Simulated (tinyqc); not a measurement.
Thin film between two gates, subbands and threshold shift from confinement: two steps of the calculation.

Undoped body with a flat potential across it, hard walls, transport along x. Three valley pairs (g = 2 each) with the longitudinal mass along x, y or z. Non-parabolicity enters the subband edges through E (1 + al E) = gamma, so E = 2 gamma/(1 + sqrt(1 + 4 al gamma)); motion within a subband is taken as parabolic with the band-edge mass. Energies are counted from the bulk band edge.

Values chosen for this exercise; masses close to those of silicon:
- T = 300 K (temperature)
- ml = 0.931 m0 (longitudinal mass)
- mt = 0.187 m0 (transverse mass)
- al = 0.5 1/eV (non-parabolicity)
- t = 5.6 nm (film thickness (along z))
- dl = 0 nm (widening of the box by penetration into the insulator)

Constants: q = 1.602176634e-19 C, kB = 1.380649e-23 J/K, hbar = 1.054571817e-34 J s, m0 = 9.1093837015e-31 kg, Vt = kB T/q, hbar^2/(2 m0) = 0.0380998212 eV nm^2. Results are converted to the units shown.

Task 1. Lowest subbands. gamma = C (pi k/(t + dl))^2/mz, C = hbar^2/(2 m0). List the 6 lowest, labelled by valley axis and quantum numbers, with degeneracy g and N_k: N_k = g sqrt(mx my) m0 kB T/(pi hbar^2).

Give: E_k; g; N_k.

Result 1.

| subband | E_k (eV) | g | N_k (cm^-2) |
|---|---|---|---|
| z1 | 0.012798 | 2 | 4.0389e12 |
| z2 | 0.050255 | 2 | 4.0389e12 |
| x1 | 0.062188 | 2 | 9.0119e12 |
| y1 | 0.062188 | 2 | 9.0119e12 |
| z3 | 0.10988 | 2 | 4.0389e12 |
| z4 | 0.18834 | 2 | 4.0389e12 |

Task 2. Threshold shift. Each subband has N_k = g sqrt(mx my) m0 kB T/(pi hbar^2); without degeneracy n = exp(EF/Vt) sum N_k exp(-E_k/Vt). Classical value Nc times t, Nc = sum over valleys of 2 g (m m0 kB T/(2 pi hbar^2))^1.5 with m = (mx my mz)^(1/3). Threshold shift dVT = Vt ln(classical value/sum N_k exp(-E_k/Vt)). Use the subbands listed.

| subband | E_k (eV) | N_k (cm^-2) |
|---|---|---|
| z1 | 0.012797550 | 4.0388985e12 |
| z2 | 0.050254975 | 4.0388985e12 |
| x1 | 0.062188024 | 9.0119127e12 |
| y1 | 0.062188024 | 9.0119127e12 |
| z3 | 0.10987833 | 4.0388985e12 |
| z4 | 0.18833583 | 4.0388985e12 |

Wanted: shares; sum N_k exp(-E_k/Vt); Nc; classical value; dVT.

Result 2.

| subband | shares (%) |
|---|---|
| z1 | 52.088 |
| z2 | 12.232 |
| x1 | 17.202 |
| y1 | 17.202 |
| z3 | 1.219 |
| z4 | 0.059 |

sum N_k exp(-E_k/Vt) = 4.7265e12 cm^-2
Nc = 2.7167e19 cm^-3
classical value = 1.5213e13 cm^-2
dVT = 30.221 mV

tinyqc, about 0.09 s, one thread, Intel Xeon 2.30GHz (shared host): `OMP_NUM_THREADS=1 python tinyqc.py 2350133 2350134 out.jsonl`
